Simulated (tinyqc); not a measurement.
Standing waves and exposure in a photoresist film, step by step. Values are carried at full precision from step to step, so a last printed digit may differ when a step is redone from the rounded ones.

Normal incidence from air. Unexposed resist: N1 = n1 + i k1 with k1 = (A + B) lam/(4 pi), lam in micrometres. r01 = (1 - N1)/(1 + N1), t01 = 2/(1 + N1). Below the resist lie the layer Na = na + i ka and the substrate Ns = ns + i ks: r12 = (r1a + ras x)/(1 + r1a ras x), x = exp(4 pi i Na da/lam), r1a = (N1 - Na)/(N1 + Na), ras = (Na - Ns)/(Na + Ns). With p = exp(2 pi i N1 d/lam), the field at depth z is E(z) = t01 [exp(2 pi i N1 z/lam) + r12 p^2 exp(-2 pi i N1 z/lam)]/(1 + r01 r12 p^2), the relative intensity I(z) = n1 |E(z)|^2 and the reflectance R = |(r01 + r12 p^2)/(1 + r01 r12 p^2)|^2.

Inputs chosen for the exercise (a resist on Si, indices near tabulated ones; shifted at random, so the results belong to these values and not to a real crystal): lam = 248 nm (vacuum wavelength); n1 = 1.763 (resist index); A = 0.07 1/micrometre (bleachable absorption (Dill A)); B = 0.31 1/micrometre (fixed absorption (Dill B)); d = 468 nm (resist thickness); ns = 1.584 (substrate n); ks = 3.535 (substrate k); na = 1.79 (n of the bottom antireflection layer); ka = 0.443 (its k); da = 55 nm (its thickness); C = 0.014 cm^2/mJ (exposure rate (Dill C)); D = 30 mJ/cm^2 (incident dose); Ld = 15 nm (diffusion length of the post-exposure bake).

## Interface coefficients

Form N1, r01, t01 and r12.

N1 = 1.76300+0.00750i
r01 = -0.2762-0.0020i
t01 = 0.7238-0.0020i
r12 = -0.1705-0.0300i
|r12|^2 = 0.0300

Next to the bottom the intensity swings by a factor ((1 + |r12|)/(1 - |r12|))^2 = 2.01 between antinode and node; without the layer |r12|^2 would be 0.5252.

## Round trip and reflectance

Form p^2, the denominator and R; the period of the standing wave is lam/(2 n1).

p^2 = -0.4753-0.6891i
1 + r01 r12 p^2 = 0.9836-0.0365i
R = 0.0654
period = 70.33 nm

The film holds 6.65 periods.

## Intensity and exposure over the lowest period

Nine depths from d - period to d. Without bleaching during the exposure the share of unexposed compound is m = exp(-C D I).

Profile:
```
z (nm)      I      m
397.7   0.571  0.787
406.5   0.614  0.773
415.2   0.790  0.718
424.0   0.994  0.659
432.8   1.105  0.629
441.6   1.056  0.642
450.4   0.875  0.692
459.2   0.666  0.756
468.0   0.550  0.794
```

I runs from 0.550 to 1.105 on these points, so m runs from 0.629 to 0.794; the least exposed point listed lies 0.0 nm above the bottom.

## Smoothing by the bake

Gaussian diffusion of length Ld multiplies a cosine of period L by exp(-2 pi^2 Ld^2/L^2). Give that factor, and the Ld that leaves 10 %.

factor = 0.407
Ld for 10 % = 24.02 nm

## Checks

- R against the transfer-matrix product: both 0.065440.

(tinyqc, `OMP_NUM_THREADS=1 python tinyqc.py 1681788 1681789 out.jsonl`, Intel(R) Xeon(R) Processor @ 2.30GHz, 1 thread, shared host, about 0.01 s.)
